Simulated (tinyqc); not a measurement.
Length of a polyene: Hueckel, PPP and singles CI along the polyenes. Computed by the program tinyqc. Hueckel uses the same beta without repulsion; CIS keeps all single excitations and so misses the low, doubly excited 2Ag state. W is the valence ionisation energy of a centre, MN the Mataga-Nishimoto formula, f the oscillator strength.

All-trans chains of carbon centres 1.40 angstrom apart:

| parameter | value |
|---|---|
| beta (eV), times 1 +/- alternation | -2.360000 |
| alternation | 0.070000 |
| W (eV) | 11.160000 |
| gamma_rr (eV) | 10.810000 |
| repulsion formula | Ohno |

Gaps and excitations (eV):

| centres | Hueckel gap | PPP orbital gap | bright singlet (CIS) | f | lowest triplet (CIS) |
|---|---|---|---|---|---|
| 2 | 5.050 | 12.502 | 6.730 | 0.577 | 3.371 |
| 4 | 3.312 | 9.981 | 5.283 | 1.067 | 2.402 |
| 8 | 2.070 | 7.961 | 3.901 | 1.860 | 1.696 |
| 10 | 1.783 | 7.475 | 3.533 | 2.197 | 1.549 |
| 12 | 1.584 | 7.141 | 3.271 | 2.510 | 1.456 |
| 14 | 1.439 | 6.900 | 3.079 | 2.808 | 1.393 |

Estimate the missing row, centres = 6.

Computed row:
```
centres  Hueckel gap  PPP orbital gap  bright singlet (CIS)      f  lowest triplet (CIS)
6              2.518            8.712                 4.439  1.487                 1.943
```

The Hueckel gap tends to 4 x alternation x |beta| = 0.66 eV for long chains. Exchange opens the PPP orbital gap, and the attraction of electron and hole brings the bright state 3.82 eV below it at 14 centres; the triplet lies 1.69 eV lower still.
